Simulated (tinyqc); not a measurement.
Inside a calculation. Method: Pariser-Parr-Pople SCF with singles CI, for the molecule Fc1nc2nccnc2[nH]1 (SMILES; centres numbered as the heavy atoms are written). One step of it, computed by the program tinyqc.

Question. Iteration 2: Fock matrix. F_rr = H_rr + P_rr gamma_rr / 2 + sum_(s != r) P_ss gamma_rs; F_rs = H_rs - P_rs gamma_rs / 2; E = tr P (H + F) / 2 + core repulsion sum_(r<s) z_r z_s gamma_rs.

P after iteration 1, lower triangle:
```
            1F         2C         3N         4C         5N         6C         7C         8N
1F    1.819623
2C    0.382224   1.011822
3N   -0.224555   0.649859   1.325592
4C   -0.006890  -0.094487   0.536719   1.016082
5N    0.123553  -0.157368  -0.118415   0.567397   1.120157
6C   -0.065849   0.097804  -0.124663  -0.077564   0.704650   1.000890
7C   -0.086235   0.139864   0.115588  -0.257764  -0.028888   0.604724   1.005915
8N    0.108370  -0.111157   0.013749   0.067549  -0.304551  -0.032636   0.697259   1.138898
9C    0.028929  -0.170239  -0.165888   0.505178   0.089444  -0.264382  -0.108248   0.580317
10N  -0.205326   0.546897  -0.211192  -0.201941   0.015170   0.142214  -0.111193  -0.149332

           9C       10N
9C   1.062671
10N  0.496865  1.498350
```

core matrix H (eV), lower triangle:
```
             1F          2C          3N          4C          5N          6C          7C          8N
1F   -73.967496
2C    -2.220000  -59.938745
3N     0.000000   -2.660000  -59.037465
4C     0.000000    0.000000   -2.660000  -57.957342
5N     0.000000    0.000000    0.000000   -2.660000  -54.611111
6C     0.000000    0.000000    0.000000    0.000000   -2.660000  -48.310759
7C     0.000000    0.000000    0.000000    0.000000    0.000000   -2.530000  -48.556579
8N     0.000000    0.000000    0.000000    0.000000    0.000000    0.000000   -2.660000  -55.603288
9C     0.000000    0.000000    0.000000   -2.530000    0.000000    0.000000    0.000000   -2.660000
10N    0.000000   -2.380000    0.000000    0.000000    0.000000    0.000000    0.000000    0.000000

             9C         10N
9C   -59.709823
10N   -2.380000  -68.056379
```

repulsion gamma_rs (eV), lower triangle:
```
            1F         2C         3N         4C         5N         6C         7C         8N
1F   21.400000
2C    6.300946  11.130000
3N    4.298842   5.476136  12.300000
4C    3.193834   4.045290   5.475619  11.130000
5N    2.472931   2.953394   3.861866   5.477679  12.300000
6C    2.085048   2.429519   2.873588   3.872154   5.475875  11.130000
7C    2.085048   2.429519   2.661934   3.517359   3.940448   5.345539  11.130000
8N    2.472931   2.953394   3.024696   3.940988   3.626473   3.940448   5.475875  12.300000
9C    3.193834   4.045290   4.120045   5.345539   3.940988   3.517359   3.872154   5.477679
10N   4.432042   5.922155   4.422949   4.367523   3.144264   2.763090   2.991827   4.058937

            9C        10N
9C   11.130000
10N   5.921551  16.800000
```

Centres (angstrom, eV; a flat drawing with bonds scaled to 1.40 angstrom):
```
centre          x          y  core charge z          W   gamma_rr
1F      -3.445000   0.000000              2  39.000000  21.400000
2C      -2.045000   0.000000              1  11.160000  11.130000
3N      -1.222000  -1.133000              1  14.100000  12.300000
4C       0.110000  -0.700000              1  11.160000  11.130000
5N       1.322000  -1.400000              1  14.100000  12.300000
6C       2.535000  -0.700000              1  11.160000  11.130000
7C       2.535000   0.700000              1  11.160000  11.130000
8N       1.322000   1.400000              1  14.100000  12.300000
9C       0.110000   0.700000              1  11.160000  11.130000
10N     -1.222000   1.133000              2  25.600000  16.800000
```

Give: F; pi energy.

Answer.

F (eV), lower triangle:
```
          1F      2C      3N      4C      5N      6C      7C      8N
1F   -19.373
2C    -3.424  -6.753
3N     0.483  -4.439  -7.628
4C     0.011   0.191  -4.129  -4.877
5N    -0.153   0.232   0.229  -4.214  -7.075
6C     0.069  -0.119   0.179   0.150  -4.589  -4.868
7C     0.090  -0.170  -0.154   0.453   0.057  -4.146  -5.006
8N    -0.134   0.164  -0.021  -0.133   0.552   0.064  -4.569  -7.680
9C    -0.046   0.344   0.342  -3.880  -0.176   0.465   0.210  -4.249
10N    0.455  -3.999   0.467   0.441  -0.024  -0.196   0.166   0.303

         9C      10N
9C   -6.057
10N  -3.851  -10.900
```

pi energy = -206.394 eV
